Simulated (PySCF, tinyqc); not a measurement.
Worked calculation: CID on RHF in the sto-6g basis, for Be, spin multiplicity 1. The lowest restricted solution is unstable here: a spin-polarised one lies 0.0017 hartree lower (PySCF). Computed by tinyqc, a small Python program that keeps every step (integrals from PySCF). Settings: charge = 0, multiplicity = 1, basis = sto-6g, method = RHF, energy threshold = 1e-10, iteration cap = 68, orthogonalisation = canonical, start = core, DIIS depth = 6, ci = CID, davidson = 1. Command: `OMP_NUM_THREADS=1 python tinyqc.py 24177 24178 out.jsonl` (the two numbers bound the seeds that draw the settings). One thread of a shared host (Intel(R) Xeon(R) Processor @ 2.60GHz), about 0.07 s of CPU time with the checks. The early iterations of the SCF are left out here.

## One-electron integrals

Geometry (angstrom):
```
atom       x       y       z
Be    0.0000  0.0000  0.0000
```

Basis sto-6g: exponents (1/bohr^2) and contraction coefficients of normalised primitives:
```
element  l (shell)  exponent  coefficient
Be           s (1)  312.8705       0.0092
Be           s (1)   57.3645       0.0494
Be           s (1)   16.0485       0.1685
Be           s (1)    5.5131       0.3706
Be           s (1)    2.1409       0.4165
Be           s (1)    0.8817       0.1303
Be           s (2)   13.6332      -0.0133
Be           s (2)    2.6984      -0.0470
Be           s (2)    0.8387      -0.0338
Be           s (2)    0.3227       0.2502
Be           s (2)    0.1401       0.5951
Be           s (2)    0.0642       0.2407
Be           p (3)   13.6332       0.0038
Be           p (3)    2.6984       0.0377
Be           p (3)    0.8387       0.1739
Be           p (3)    0.3227       0.4180
Be           p (3)    0.1401       0.4259
Be           p (3)    0.0642       0.1017
```

Overlap, kinetic and nuclear-attraction integrals over the contracted functions; the nuclear repulsion is the sum of Za Zb / Rab.

nuclear repulsion = 0 hartree

overlap S:
```
         1Be 1s  1Be 2s  1Be 2px  1Be 2py  1Be 2pz
1Be 1s   1.0000  0.2548   0.0000   0.0000   0.0000
1Be 2s   0.2548  1.0000   0.0000   0.0000   0.0000
1Be 2px  0.0000  0.0000   1.0000   0.0000   0.0000
1Be 2py  0.0000  0.0000   0.0000   1.0000   0.0000
1Be 2pz  0.0000  0.0000   0.0000   0.0000   1.0000
```

kinetic energy T (hartree):
```
          1Be 1s   1Be 2s  1Be 2px  1Be 2py  1Be 2pz
1Be 1s    6.7688  -0.2074   0.0000   0.0000   0.0000
1Be 2s   -0.2074   0.2201   0.0000   0.0000   0.0000
1Be 2px   0.0000   0.0000   0.6613   0.0000   0.0000
1Be 2py   0.0000   0.0000   0.0000   0.6613   0.0000
1Be 2pz   0.0000   0.0000   0.0000   0.0000   0.6613
```

nuclear attraction V (hartree):
```
           1Be 1s   1Be 2s  1Be 2px  1Be 2py  1Be 2pz
1Be 1s   -14.7148  -1.6507   0.0000   0.0000   0.0000
1Be 2s    -1.6507  -2.3001   0.0000   0.0000   0.0000
1Be 2px    0.0000   0.0000  -2.3000   0.0000   0.0000
1Be 2py    0.0000   0.0000   0.0000  -2.3000   0.0000
1Be 2pz    0.0000   0.0000   0.0000   0.0000  -2.3000
```

core Hamiltonian H = T + V (hartree):
```
          1Be 1s   1Be 2s  1Be 2px  1Be 2py  1Be 2pz
1Be 1s   -7.9460  -1.8581   0.0000   0.0000   0.0000
1Be 2s   -1.8581  -2.0800   0.0000   0.0000   0.0000
1Be 2px   0.0000   0.0000  -1.6387   0.0000   0.0000
1Be 2py   0.0000   0.0000   0.0000  -1.6387   0.0000
1Be 2pz   0.0000   0.0000   0.0000   0.0000  -1.6387
```

## Two-electron integrals

Functions are numbered as in S; the eight-fold symmetry (ij|kl) = (ji|kl) = (kl|ij) leaves the list below.

Two-electron integrals (ij|kl) in chemists' order, unique and non-zero (hartree):
```
(11|11) 2.3000   (21|11) 0.3619   (21|21) 0.0719   (22|11) 0.5703
(22|21) 0.1397   (22|22) 0.4178   (31|31) 0.0153   (32|31) 0.0226
(32|32) 0.0923   (33|11) 0.5703   (33|21) 0.1397   (33|22) 0.4178
(33|33) 0.4501   (41|41) 0.0153   (42|41) 0.0226   (42|42) 0.0923
(43|43) 0.0243   (44|11) 0.5703   (44|21) 0.1397   (44|22) 0.4178
(44|33) 0.4016   (44|44) 0.4501   (51|51) 0.0153   (52|51) 0.0226
(52|52) 0.0923   (53|53) 0.0243   (54|54) 0.0243   (55|11) 0.5703
(55|21) 0.1397   (55|22) 0.4178   (55|33) 0.4016   (55|44) 0.4016
(55|55) 0.4501
```

## Orthogonalisation

S = U s U^T; canonical form X = U s^(-1/2), so that X^T S X = 1. Each column of U has its largest component positive (the first on a tie).

eigenvalues of S: 0.7452  1.0000  1.0000  1.0000  1.2548

X:
```
               1       2       3       4       5
1Be 1s    0.8191  0.0000  0.0000  0.0000  0.6313
1Be 2s   -0.8191  0.0000  0.0000  0.0000  0.6313
1Be 2px   0.0000  1.0000  0.0000  0.0000  0.0000
1Be 2py   0.0000  0.0000  1.0000  0.0000  0.0000
1Be 2pz   0.0000  0.0000  0.0000  1.0000  0.0000
```

Within a degenerate level the vectors are fixed only up to a rotation; this is one choice.

## Starting guess

The start is the orbitals of the core Hamiltonian; D = 2 C_occ C_occ^T.

D at the start:
```
          1Be 1s   1Be 2s  1Be 2px  1Be 2py  1Be 2pz
1Be 1s    2.1388  -0.5449   0.0000   0.0000   0.0000
1Be 2s   -0.5449   2.1388   0.0000   0.0000   0.0000
1Be 2px   0.0000   0.0000   0.0000   0.0000   0.0000
1Be 2py   0.0000   0.0000   0.0000   0.0000   0.0000
1Be 2pz   0.0000   0.0000   0.0000   0.0000   0.0000
```

## Iteration 2 (converged): orbitals

converged F (hartree):
```
          1Be 1s   1Be 2s  1Be 2px  1Be 2py  1Be 2pz
1Be 1s   -4.5407  -1.2252   0.0000   0.0000   0.0000
1Be 2s   -1.2252  -0.5664   0.0000   0.0000   0.0000
1Be 2px   0.0000   0.0000   0.2197   0.0000   0.0000
1Be 2py   0.0000   0.0000   0.0000   0.2197   0.0000
1Be 2pz   0.0000   0.0000   0.0000   0.0000   0.2197
```

Diagonalise F' = X^T F X, C = X C', fill 2 alpha and 2 beta electrons from the bottom; D = 2 C_occ C_occ^T. Each column has its largest component positive (the first on a tie).

F' = X^T F X (hartree):
```
         1       2       3       4        5
1  -1.7825  0.0000  0.0000  0.0000  -2.0550
2   0.0000  0.2197  0.0000  0.0000   0.0000
3   0.0000  0.0000  0.2197  0.0000   0.0000
4   0.0000  0.0000  0.0000  0.2197   0.0000
5  -2.0550  0.0000  0.0000  0.0000  -3.0115
```

orbital energies (hartree): MO1 -4.5418, MO2 -0.2521, MO3 0.2197, MO4 0.2197, MO5 0.2197

coefficients C:
```
            MO1      MO2     MO3     MO4     MO5
1Be 1s   0.9955  -0.2799  0.0000  0.0000  0.0000
1Be 2s   0.0170   1.0340  0.0000  0.0000  0.0000
1Be 2px  0.0000   0.0000  0.0000  0.0000  1.0000
1Be 2py  0.0000   0.0000  0.0000  1.0000  0.0000
1Be 2pz  0.0000   0.0000  1.0000  0.0000  0.0000
```

D after iteration 2:
```
          1Be 1s   1Be 2s  1Be 2px  1Be 2py  1Be 2pz
1Be 1s    2.1388  -0.5449   0.0000   0.0000   0.0000
1Be 2s   -0.5449   2.1388   0.0000   0.0000   0.0000
1Be 2px   0.0000   0.0000   0.0000   0.0000   0.0000
1Be 2py   0.0000   0.0000   0.0000   0.0000   0.0000
1Be 2pz   0.0000   0.0000   0.0000   0.0000   0.0000
```

Within a degenerate level the vectors are fixed only up to a rotation; this is one choice.

## Convergence

Stop when the energy changes by less than 1e-10 hartree and every element of the error matrix X^T (F D S - S D F) X is below 3e-06.

Course of the cycle:
```
iteration  E (hartree)     change  largest element of the error matrix
1           -14.503361          -                             2.98e-16
2           -14.503361  -5.33e-15                             1.15e-15
```

PySCF RHF in the same basis = -14.503361 hartree

Converged in 2 iterations.

## Populations

Mulliken: Z minus the diagonal of D S on the atom; Loewdin: the same with S^(1/2) D S^(1/2).

Charges (e):
```
atom  Mulliken  Loewdin
1Be     0.0000   0.0000
```

## Integrals over molecular orbitals

(pq|rs) = sum C_ip C_jq C_kr C_ls (ij|kl), one index at a time.

one-electron integrals over orbitals h = C^T H C (hartree):
```
         1        2        3        4        5
1  -7.9387   0.2737   0.0000   0.0000   0.0000
2   0.2737  -1.7707   0.0000   0.0000   0.0000
3   0.0000   0.0000  -1.6387   0.0000   0.0000
4   0.0000   0.0000   0.0000  -1.6387   0.0000
5   0.0000   0.0000   0.0000   0.0000  -1.6387
```

Two-electron integrals over orbitals (pq|rs), unique and non-zero (hartree):
```
(11|11) 2.2838    (21|11) -0.2586   (21|21) 0.0470    (22|11) 0.5800
(22|21) -0.0151   (22|22) 0.4056    (31|31) 0.0159    (32|31) 0.0205
(32|32) 0.0869    (33|11) 0.5701    (33|21) -0.0085   (33|22) 0.4105
(33|33) 0.4501    (41|41) 0.0159    (42|41) 0.0205    (42|42) 0.0869
(43|43) 0.0243    (44|11) 0.5701    (44|21) -0.0085   (44|22) 0.4105
(44|33) 0.4016    (44|44) 0.4501    (51|51) 0.0159    (52|51) 0.0205
(52|52) 0.0869    (53|53) 0.0243    (54|54) 0.0243    (55|11) 0.5701
(55|21) -0.0085   (55|22) 0.4105    (55|33) 0.4016    (55|44) 0.4016
(55|55) 0.4501
```

## CID: determinants and Hamiltonian

Hartree-Fock energy = -14.503361 hartree

Slater-Condon rules over spin orbitals, with the nuclear repulsion added and E(HF) subtracted on the diagonal. Only determinants linked to the reference directly or through others are kept (one block of an abelian symmetry group), so some states are absent.

Occupation strings over the orbitals (2 doubly, a alpha, b beta, 0 empty; spin orbitals ordered 1a 1b 2a 2b ...): 22000 20200 ab200 20020 ab020 20002 ab002 ba200 02200 ba020 02020 ba002 02002

H - E(HF) between determinants (hartree):
```
         22000    20200    ab200    20020    ab020    20002    ab002    ba200
22000   0.0000   0.0869  -0.0205   0.0869  -0.0205   0.0869  -0.0205   0.0205
20200   0.0869   0.3311  -0.0223   0.0243   0.0000   0.0243   0.0000   0.0223
ab200  -0.0205  -0.0223   4.4051   0.0000   0.0243   0.0000   0.0243  -0.0470
20020   0.0869   0.0243   0.0000   0.3311  -0.0223   0.0243   0.0000   0.0000
ab020  -0.0205   0.0000   0.0243  -0.0223   4.4051   0.0000   0.0243   0.0000
20002   0.0869   0.0243   0.0000   0.0243   0.0000   0.3311  -0.0223   0.0000
ab002  -0.0205   0.0000   0.0243   0.0000   0.0243  -0.0223   4.4051   0.0000
ba200   0.0205   0.0223  -0.0470   0.0000   0.0000   0.0000   0.0000   4.4051
02200   0.0159   0.0470   0.2212   0.0000   0.0000   0.0000   0.0000  -0.2212
ba020   0.0205   0.0000   0.0000   0.0223  -0.0470   0.0000   0.0000   0.0243
02020   0.0159   0.0000   0.0000   0.0470   0.2212   0.0000   0.0000   0.0000
ba002   0.0205   0.0000   0.0000   0.0000   0.0000   0.0223  -0.0470   0.0243
02002   0.0159   0.0000   0.0000   0.0000   0.0000   0.0470   0.2212   0.0000

         02200    ba020    02020    ba002    02002
22000   0.0159   0.0205   0.0159   0.0205   0.0159
20200   0.0470   0.0000   0.0000   0.0000   0.0000
ab200   0.2212   0.0000   0.0000   0.0000   0.0000
20020   0.0000   0.0223   0.0470   0.0000   0.0000
ab020   0.0000  -0.0470   0.2212   0.0000   0.0000
20002   0.0000   0.0000   0.0000   0.0223   0.0470
ab002   0.0000   0.0000   0.0000  -0.0470   0.2212
ba200  -0.2212   0.0243   0.0000   0.0243   0.0000
02200  10.0084   0.0000   0.0243   0.0000   0.0243
ba020   0.0000   4.4051  -0.2212   0.0243   0.0000
02020   0.0243  -0.2212  10.0084   0.0000   0.0243
ba002   0.0000   0.0243   0.0000   4.4051  -0.2212
02002   0.0243   0.0000   0.0243  -0.2212  10.0084
```

## CID: roots

Diagonalise (each vector has its largest component positive (the first on a tie)); all determinants have Ms = 0, so triplets appear too. The lowest singlet root is the correlation energy.

lowest roots of this matrix, relative to E(HF) (hartree): -0.0527  0.3063  0.3063  0.4311  4.3338  4.3338  4.4065  4.4106

lowest vectors:
```
        root 1   root 2   root 3   root 4
22000   0.9446   0.0000   0.0000   0.3279
20200  -0.1894  -0.6655  -0.4730   0.5454
ab200   0.0034  -0.0038  -0.0027   0.0048
20020  -0.1894   0.7424  -0.3399   0.5454
ab020   0.0034   0.0042  -0.0019   0.0048
20002  -0.1894  -0.0769   0.8128   0.5454
ab002   0.0034  -0.0004   0.0046   0.0048
ba200  -0.0034   0.0038   0.0027  -0.0048
02200  -0.0008   0.0034   0.0024  -0.0034
ba020  -0.0034  -0.0042   0.0019  -0.0048
02020  -0.0008  -0.0038   0.0017  -0.0034
ba002  -0.0034   0.0004  -0.0046  -0.0048
02002  -0.0008   0.0004  -0.0042  -0.0034
```

<S^2> of these roots: 0.0000  0.0000  0.0000  0.0000  2.0000  2.0000  2.0000  0.0000

weight of the ground state by excitation level 0, 1, 2, ...: 0.8923  0.0000  0.1077

Within a degenerate level the vectors are fixed only up to a rotation; this is one choice.

The reference has a weight of only 0.89: one determinant is a poor start here.

## The lowest root by the Davidson method

Start from the reference; add the residual divided by (theta - H_ii), orthogonalised, at each step.

Davidson iterations:
```
iteration  subspace  lowest Ritz value (hartree)  residual norm
1                 1                            0       1.61e-01
2                 2                    -0.052713       6.91e-03
3                 3                    -0.052718       2.26e-04
4                 4                    -0.052718       1.31e-16
```
